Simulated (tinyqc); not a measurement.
Charge pumping in an n-channel transistor: one step of the calculation.

The gate is pulsed from accumulation to inversion and back. Energies E are counted from the intrinsic level; Dit(E) = D0 [1 + b (2 E/Eg)^2]. During each edge the traps near the bands emit their carriers, and those between Eh and Ee recombine once a cycle.

Problem. Emission levels. ni = sqrt(Nc Nv) exp(-Eg/(2 Vt)), Eg in volts; emission times te = (dV/Va) tf and th = (dV/Va) tr; Ee = -Vt ln(vth sn ni te), Eh = +Vt ln(vth sp ni th).

Values chosen for this exercise; band and dielectric values close to those of silicon: temperature T = 300 K; band gap Eg = 1.14 eV; conduction-band density of states at 300 K Nc = 2.8e19 cm^-3; valence-band density of states at 300 K Nv = 2.68e19 cm^-3; cross-section for electrons sn = 2.6e-16 cm^2; cross-section for holes sp = 2.1e-16 cm^2; thermal velocity at 300 K, one nominal value for electrons and holes vth = 1e7 cm/s; Vth - Vfb dV = 1.05 V; pulse height Va = 1.8 V; rise time tr = 320 ns; fall time tf = 130 ns.

Constants: q = 1.602176634e-19 C, kB = 1.380649e-23 J/K, Vt = kB T/q. Results are converted to the units shown.

Find: ni; te; th; Ee; Eh.

Solution.

ni = 7.279e9 cm^-3
te = 75.83 ns
th = 186.7 ns
Ee = 0.3478 eV
Eh = -0.3301 eV

The window covers 59.5 % of the gap.

Range of the model: The Fermi levels of inversion and accumulation are taken to lie beyond Ee and Eh, the flat tops to fill all traps, and no geometric current is added.

tinyqc, about 0.01 s, one thread, Intel Xeon 2.30GHz (shared host): `OMP_NUM_THREADS=1 python tinyqc.py 2030168 2030169 out.jsonl`
